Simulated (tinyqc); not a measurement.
Inside a calculation. Model: one-dimensional ballistic tunnel FET, two-band WKB.

tinyqc, about 0.01 s, one thread, Intel Xeon 2.30GHz (shared host): `OMP_NUM_THREADS=1 python tinyqc.py 2620091 2620092 out.jsonl` Printed values are rounded.

A p-type source for x < 0 with its Fermi level at 0 and its valence edge at ds; in the channel the bands fall as D exp(-x/lam) towards their flat values, with the conduction edge at Ec = ds - dP and D = dP + Eg. The gate moves dP one to one. The drain Fermi level lies at -Vd and the drain side reflects nothing. For w = E - Ec between 0 and dP an electron crosses the gap. Two-band dispersion with equal masses m: inside the gap kappa = sqrt(m u (1 - u/Eg)/C), u the distance from a band edge, C = hbar^2/(2 m0).

Inputs (values chosen for the exercise); band and dielectric values close to those of germanium: temperature T = 200 K; band gap Eg = 0.671 eV; band-edge mass of the two-band model m = 0.04 m0; screening length of the source junction lam = 2.4 nm; source valence edge above the source Fermi level ds = 0.05 eV; drain bias Vd = 0.1 V; number of degenerate subbands (spin apart) g = 2; tunnelling window Ev(source) - Ec(channel) dP = 0.49 eV; energy above the channel conduction edge w0 = 0.43 eV; cells of the path nc = 10; points of the energy grid nE = 13.

Constants: q = 1.602176634e-19 C, kB = 1.380649e-23 J/K, hbar = 1.054571817e-34 J s, h = 6.62607015e-34 J s, m0 = 9.1093837015e-31 kg, Vt = kB T/q, hbar^2/(2 m0) = 0.0380998212 eV nm^2. Results are converted to the units shown.

Range of the model: The two-band model describes a direct gap; phonon-assisted tunnelling across an indirect gap is left out. Where S is below about 2 the WKB prefactor of 1 is a rough guess.

## The path through the gap by the midpoint rule

At w = w0 the path runs from xa = lam ln(D/(w + Eg)) to xb = lam ln(D/w); u(x) = w + Eg - D exp(-x/lam) is the height above the valence edge. Cut it into nc equal cells: S = 2 (cell width) times the sum of kappa at the centres.

xa = 0.127351 nm
xb = 2.38380 nm

```
cell   x (nm)    u (eV)  kappa (1/nm)
0     0.24017  0.050560      0.221544
1     0.46582  0.144820      0.345294
2     0.69146  0.230623      0.398631
3     0.91711  0.308725      0.418324
4     1.14275  0.379820      0.415984
5     1.36840  0.444534      0.396882
6     1.59405  0.503442      0.363299
7     1.81969  0.557064      0.315131
8     2.04534  0.605873      0.248472
9     2.27098  0.650303      0.145116
```

S = 1.47512

## The exponent in closed form

S(w) = 2 lam int_0^Eg kappa(u) du/(w + Eg - u) = 2 pi lam sqrt(m/(C Eg)) [w + Eg/2 - sqrt(w (w + Eg))], T(w) = exp(-S). The common triangular estimate is S = (4/3) lam sqrt(m/C) Eg^1.5/(dP + Eg) for all w.

S(w0) = 1.46066
T(w0) = 0.232083
triangular S = 1.55228

The midpoint value is 0.99 % above the closed form, and the triangular estimate 6.3 % above it.

## Current on a coarse grid

S(w) = 2 lam int_0^Eg kappa(u) du/(w + Eg - u) = 2 pi lam sqrt(m/(C Eg)) [w + Eg/2 - sqrt(w (w + Eg))], T(w) = exp(-S). I = g (2 q^2/h) int_0^dP T(w) [f(E) - f(E + Vd)] dw, E = ds - dP + w, f(x) = 1/(1 + exp(x/Vt)). Simpson's rule on nE equally spaced points.

```
point    w (eV)        T(w)  difference of the f
0      0.000000  0.00178497           2.69813e-9
1      0.040833   0.0205945           2.88415e-8
2      0.081667   0.0410782           3.08299e-7
3      0.122500   0.0634083           3.29553e-6
4      0.163333   0.0866327           3.52263e-5
5      0.204167    0.110121           3.76420e-4
6      0.245000    0.133461           0.00400900
7      0.285833    0.156387            0.0412420
8      0.326667    0.178729             0.314302
9      0.367500    0.200386             0.816728
10     0.408333    0.221298             0.844022
11     0.449167    0.241440             0.368308
12     0.490000    0.260803            0.0519318
```

I = 3.24150 uA

A converged quadrature gives 3.241 uA; this grid is 0.028 % above that.
